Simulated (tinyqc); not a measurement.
Ferroelectric switching, Landau-Khalatnikov equation: one step of the calculation.

One domain: rho dP/dt = E - (2 al P + 4 be P^3), with al = -3 sqrt(3) Ec/(4 Pr), be = 3 sqrt(3) Ec/(8 Pr^3), so that the static loop has remanence Pr and coercive field Ec. With P in uC/cm^2, E in kV/cm, rho in ohm m and t in ns, dP/dt = [E - 2 al P - 4 be P^3]/(100 rho).

Task. One time step. The constant field E = Em acts from t = 0. Implicit Euler: P(new) solves P(new) = P + dt dP/dt(P(new)), a cubic with one real root; the rate listed is (P(new) - P)/dt.

Inputs (values chosen for the exercise); remanent polarisation and coercive field close to those of doped hafnium oxide films:
- Pr = 15 uC/cm^2 (remanent polarisation)
- rho = 2.1 ohm m (viscosity of the polarisation)
- Em = 2400 kV/cm (field amplitude)
- dt = 0.81 ns (time step)

P at t = 0 = -15 uC/cm^2
al = -86.602540 kV cm/uC
be = 0.19245009 kV cm^5/uC^3

Wanted: dP/dt; P after step 1.

Result.

dP/dt = 6.743 uC/(cm^2 ns)
P after step 1 = -9.538 uC/cm^2

tinyqc, about 0.1 s, one thread, Intel Xeon 2.30GHz (shared host): `OMP_NUM_THREADS=1 python tinyqc.py 2860133 2860134 out.jsonl`
